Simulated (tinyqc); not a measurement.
Classical Heisenberg spin chain: exact results, Metropolis, heat-bath and over-relaxation steps, and a Monte Carlo run: one step, computed by the program tinyqc. Command: `OMP_NUM_THREADS=1 python tinyqc.py 3130109 3130110 out.jsonl heismc walk`. One thread of a shared host (Intel(R) Xeon(R) Processor @ 2.30GHz), about 0.2 s of CPU time with the checks.

E = -J sum_i s_i . s_(i+1) for unit vectors s_i on an open chain; K = J/(k_B T).

Task: Exact results. Each bond angle is independent, so u = <s_i . s_(i+1)> = coth K - 1/K, <s_i . s_(i+n)> = u^n, correlation length xi = -1/ln|u|, energy per bond -J u, heat capacity per bond c/k_B = 1 - K^2/sinh^2 K, and for the long chain chi = mu^2 (1 + u)/(3 k_B T (1 - u)) per spin.

Inputs (values chosen for the exercise, for a model chain of large moments): coupling J = 3.8 meV; temperature T = 16 K; moment mu = 6.4 mu_B.

Constants: k_B = 8.617333262e-05 eV/K; mu_B = 5.7883818060e-05 eV/T.

Give: K; u; xi; energy per bond; heat capacity; chi over the Curie value; chi.

Result:

K = 2.756

u = 0.6453

xi = 2.283 sites

energy per bond = -2.452 meV

heat capacity = 0.8763 k_B/bond

chi over the Curie value = 4.638

chi = 2.659 mu_B/T per spin
